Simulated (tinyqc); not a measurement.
# Small-signal admittance of a forward-biased p+-n diode: two studies

Holes injected into a neutral base of width wb with an ohmic contact at its end; low injection, p0 far above the equilibrium density. A small voltage v exp(i w t), w = 2 pi f, modulates the edge density by p0 v/Vt, and the small-signal density obeys Dp d2p/dx2 = (1/tau + i w) p.

Values chosen for this exercise; permittivity close to that of germanium: temperature T = 350 K; relative permittivity eps_r = 16; donor density of the base Nd = 1.2e16 cm^-3; hole diffusion coefficient Dp = 26 cm^2/s; hole lifetime tau = 1e-7 s; width of the neutral base wb = 48 um; excess hole density at the junction edge p0 = 3.7e12 cm^-3; acceptor density of the p+ side Na = 1e19 cm^-3; series resistance Rs = 0.0048 ohm cm^2; signal frequency f = 1.8e5 Hz.

Constants: q = 1.602176634e-19 C, kB = 1.380649e-23 J/K, Vt = kB T/q, eps0 = 8.8541878128e-14 F/cm where lengths are in cm. Results are converted to the units shown.

Each table varies one quantity; the others keep the values above.

## Admittance against frequency

L = sqrt(Dp tau); direct current J = (q Dp p0/L) coth(wb/L); k = sqrt(1 + i w tau)/L; diffusion admittance Y = (q Dp p0/Vt) k coth(k wb) = G + i w C_diff; junction capacitance C_j = sqrt(q eps0 eps_r Nd/(2 Vr)) in the depletion approximation, with the remaining barrier Vr = Vt ln(Na/p0), a rough value under forward bias; base-width modulation is left out. Measured admittance 1/[Rs + 1/(Y + i w C_j)].

The same in every row: C_j (uF/cm^2) = 0.05522.

Admittance against frequency:
```
f (Hz),w tau,G (S/cm^2),C_diff (uF/cm^2),measured G (S/cm^2),measured C (uF/cm^2),phase of the measured Y (degrees)
5000,0.003142,0.3186,0.01544,0.3181,0.07044,0.3986
20000,0.01257,0.3186,0.01544,0.3181,0.07044,1.594
90000,0.05655,0.3187,0.01543,0.3182,0.07043,7.135
4e5,0.2513,0.3207,0.01535,0.3203,0.07035,28.90
2e6,1.257,0.3609,0.01386,0.3639,0.06884,67.19
7e6,4.398,0.5261,0.009545,0.5634,0.06442,78.75
3e7,18.85,0.9991,0.005027,1.603,0.05949,81.87
1e8,62.83,1.791,0.002805,7.811,0.05537,77.35
5e8,314.2,3.978,0.001262,87.97,0.03202,48.83
```

G starts at J/Vt = 0.319 S/cm^2 and C_diff at (J tau/(2 Vt))(1 - 2 x/sinh 2x) = 0.0154 uF/cm^2, x = wb/L = 2.98. Between the last two rows G goes as f^(0.50) and C_diff as f^(-0.50); the limits are 1/2 and -1/2, reached when the signal penetrates only sqrt(Dp/w). The measured C is 0.31 % below C_diff + C_j in the first row and 43 % below it in the last, the difference being due to Rs.

## Effect of the excess hole density at the junction edge

Same model as above.

The same in every row: w tau = 0.1131.

Result of one run:
```
p0 (cm^-3),G (S/cm^2),C_diff (uF/cm^2),C_j (uF/cm^2),measured G (S/cm^2),measured C (uF/cm^2),phase of the measured Y (degrees)
1e15,86.22,4.167,0.07002,61.02,2.119,2.249
```

What becomes of these results when the excess hole density at the junction edge p0 is changed from 1e15 to 1e9 cm^-3, all else the same?

Result of the changed run:
```
p0 (cm^-3),G (S/cm^2),C_diff (uF/cm^2),C_j (uF/cm^2),measured G (S/cm^2),measured C (uF/cm^2),phase of the measured Y (degrees)
1e9,8.622e-5,4.167e-6,0.04428,9.826e-5,0.04429,89.89
```

The whole series:
```
p0 (cm^-3),G (S/cm^2),C_diff (uF/cm^2),C_j (uF/cm^2),measured G (S/cm^2),measured C (uF/cm^2),phase of the measured Y (degrees)
1e9,8.622e-5,4.167e-6,0.04428,9.826e-5,0.04429,89.89
1e10,8.622e-4,4.167e-5,0.04668,8.756e-4,0.04672,89.05
1e11,0.008622,4.167e-4,0.04951,0.008637,0.04992,81.30
1e12,0.08622,0.004167,0.05293,0.08620,0.05705,36.81
1e13,0.8622,0.04167,0.05717,0.8587,0.09803,7.357
1e14,8.622,0.4167,0.06263,8.280,0.4420,3.455
1e15,86.22,4.167,0.07002,61.02,2.119,2.249
```

As p0 goes from 1e9 to 1e15, G rises from 8.62e-5 to 86.2 S/cm^2, C_diff rises from 4.17e-6 to 4.17 uF/cm^2 and the measured C rises from 0.0443 to 2.12 uF/cm^2. C_diff exceeds C_j for p0 = 1e14, 1e15.

Numbers from tinyqc (`OMP_NUM_THREADS=1 python tinyqc.py 2890157 2890158 out.jsonl`; about 0.01 s on one thread of a shared Intel Xeon 2.30GHz).
